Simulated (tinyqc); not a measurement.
# Hydrogen passivation of interface dangling bonds: competing passivation and dissociation with distributed barriers, step by step

A worked calculation. Computed by tinyqc, a small Python program that keeps every step. Command: `OMP_NUM_THREADS=1 python tinyqc.py 3023688 3023689 out.jsonl passiv walk`. One thread of a shared host (Intel(R) Xeon(R) Processor @ 2.30GHz), about 0.02 s of CPU time with the checks. Intermediate numbers are printed to about 7 digits and carried at full precision; extremes and crossings named in words are read from the listed rows.

P_b + H2 gives P_bH + H at the rate k_f [H2]; P_bH gives P_b + H at the rate k_d. All defects start unpassivated. E_f and E_d are Gaussian and independent.

Inputs (values chosen for the exercise, close to those used for P_b centres at the silicon-oxide interface): defect density N0 = 2.9e+12 1/cm^2; passivation prefactor k_f0 = 8.7e-07 cm^3/s; mean passivation barrier E_f = 1.7 eV; spread sigma_f = 0.047 eV; dissociation prefactor k_d0 = 8.4e+12 1/s; mean dissociation barrier E_d = 2.8 eV; spread sigma_d = 0.092 eV; H2 in the oxide per atm, solubility factor = 1.4e+18 1/(cm^3 atm); hydrogen pressure p = 0.05 atm; anneal temperature T = 275 C; anneal time t = 99 s; oxide thickness = 15 nm.

Constants: k_B = 8.617333262e-05 eV/K; e = 1.602176634e-19 C; eps_0 = 8.8541878128e-12 F/m.

## Single barriers

[H2] = solubility factor x p; a = k_f0 [H2] exp(-E_f/(k_B T)), d = k_d0 exp(-E_d/(k_B T)). For one pair of barriers the active share is y = [d + a exp(-(a + d) t)]/(a + d). Temperatures in kelvin are T(C) + 273.15.

passivation rate a = 1.427405e-05 1/s

dissociation rate d = 1.515774e-13 1/s

a t = 0.001413131

steady active share d/(a + d) = 1.061909e-08

active share, single barriers = 0.9985879

The anneal is too short or cold to finish.

## Distributed barriers

Average y over both Gaussians with 40 x 40 Gauss-Hermite points. Active density N0 y; threshold shift if each active defect holds one charge, e N0 y t_ox/(3.9 eps_0).

active share y = 0.9976889

active density = 2.893298e+12 1/cm^2

threshold shift = 2013.638 mV

The spread changes the remainder by a factor 0.999: sigma_f/(k_B T) = 1.00 and sigma_d/(k_B T) = 1.95.

## Best anneal temperature for this time and pressure

Minimise the averaged y over T between 150 and 900 C: find where ln y is equal at T - 0.05 and T + 0.05 C; T is rounded to 0.1 C.

best temperature = 509.1 C

least active share = 3.999076e-05

Caution: a least active share below 1e-3 is a property of the model; measured passivation levels off well above it. Caution: atomic hydrogen, which both passivates and depassivates, and further passivation during cooling are left out.

## Isochronal anneals

The formulas are those given above.

Active share after the time t:
```
T (C)       a (1/s)       d (1/s)  single barriers   distributed
200    4.753265e-08  1.258796e-17     9.999953e-01  9.999909e-01
250    2.556384e-06  8.920959e-15     9.997469e-01  9.995645e-01
300    6.859761e-05  2.011575e-12     9.932318e-01  9.894578e-01
350    1.085735e-03  1.901267e-10     8.980875e-01  8.642267e-01
400    1.140143e-02  9.142775e-09     3.234402e-01  3.421351e-01
450    8.649171e-02  2.573443e-07     1.940766e-04  1.443510e-02
500    5.048560e-01  4.704133e-06     9.317686e-06  4.908807e-05
600    9.382146e+00  5.791875e-04     6.172913e-05  1.582842e-04
700    9.563276e+01  2.651893e-02     2.772227e-04  5.906754e-04
800    6.324064e+02  5.953684e-01     9.405478e-04  1.746545e-03
```

The distributed share is least at 500 C among these rows, 4.9e-5, and the search puts the optimum at 509.1 C. On the cold side defects with high E_f survive; on the hot side dissociation, with the larger barrier, gains on passivation with an energy E_d - E_f = 1.10 eV. In that row single barriers give 9.3e-6, so the spread raises the floor. Caution: shares below about 1e-3 in these rows are formal; measured passivation levels off well above them.

Checks made by the program: Gauss-Hermite average against a fine uniform grid (relative difference below 1e-10).
